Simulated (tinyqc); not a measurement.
Born-Mayer model of an ionic crystal AB. Changing the pressure P. Computed by tinyqc, a small Python program. Command: `OMP_NUM_THREADS=1 python tinyqc.py 3009094 3009095 out.jsonl bornmayer sweep`. One thread of a shared host (Intel(R) Xeon(R) Processor @ 2.30GHz), about 0.01 s of CPU time with the checks.

Energies are per ion pair and r is the nearest distance of unlike ions.

Inputs (values chosen for the exercise, for a model salt): ionic charge z = 1; unlike repulsion lambda = 3100 eV; range rho = 0.348 angstrom.

Structure: caesium chloride. Short range: nearest neighbours only.

Constants: e^2/(4 pi eps_0) = 14.39964548 eV angstrom; 1 eV/angstrom^3 = 160.2176634 GPa.

Method:
- Madelung constant M, unlike neighbours z1, like neighbours z2 at f r, volume per pair: rock salt 1.747565, 6, 12, sqrt2, 2 r^3; caesium chloride 1.762675, 8, 6, 2/sqrt3, 8 r^3/(3 sqrt3); zinc blende 1.638055, 4, 12, sqrt(8/3), 16 r^3/(3 sqrt3).
- U(r) = -M z^2 e^2/(4 pi eps_0 r) + z1 lambda exp(-r/rho).
- With the volume written as c r^3, under pressure take the root at the minimum of the enthalpy and solve U'(r) + 3 c r^2 P = 0; H = U + P V; B = (U'' - 2 U'/r)/(9 c r).

One run for each value:

| pressure P (GPa) | volume at P (angstrom^3) | bulk modulus at P (GPa) | enthalpy at P (eV per pair) | distance at P (angstrom) |
|---|---|---|---|---|
| 0 | 75.958 | 13.85 | -6.264 | 3.6676 |
| 2 | 68.097 | 23.42 | -5.370 | 3.5365 |
| 5 | 61.528 | 36.51 | -4.162 | 3.4189 |
| 10 | 55.194 | 56.81 | -2.350 | 3.2973 |
| 20 | 48.250 | 94.70 | 0.855 | 3.1528 |
| 30 | 44.123 | 130.67 | 3.729 | 3.0602 |
| 50 | 39.025 | 199.41 | 8.890 | 2.9375 |
| 80 | 34.539 | 297.77 | 15.741 | 2.8203 |

Describe and explain the trends.

Over the rows, volume at P (angstrom^3) falls from 76.0 to 34.5; bulk modulus at P (GPa) rises from 13.9 to 298; enthalpy at P (eV per pair) rises from -6.26 to 15.7. dB/dP is 4.79 between the first rows and 3.28 between the last; dH/dP equals the volume.

Extremes, crossings and ranges named in words are read from the listed rows.
